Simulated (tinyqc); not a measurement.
Coherent transport through a tight-binding region between two chains, step by step. One step of it, computed by the program tinyqc.

Task: Transmission at E = 0.54 eV. Surface Green function g = (E - i sqrt(4 t^2 - E^2)) / (2 t^2); self-energy tc^2 g on each contact site; G = (E - H - Sigma)^(-1); Gamma = -2 Im Sigma; T = Gamma_L Gamma_R |G_LR|^2; local density of states -Im G_ii / pi.

H of the central region (eV):
```
           1          2
1  -0.160000  -1.320000
2  -1.320000  -0.100000
```

Leads: semi-infinite chains with site energy 0:

| parameter | value |
|---|---|
| lead hopping t (eV) | 2.360000 |
| coupling to the left lead (eV) | 0.300000 |
| coupling to the right lead (eV) | 0.990000 |
| left contact site | 1 |
| right contact site | 2 |

E = 0.540000 eV

Give: g; G; local density of states; transmission.

Result:

g = 0.0485-0.4209i 1/eV

G (1/eV):
```
                 1                2
1  -0.3512-0.3873i   0.9315+0.2142i
2   0.9315+0.2142i  -0.4848-0.1396i
```

local density of states (1/eV): 0.1233  0.0444

transmission = 0.0571
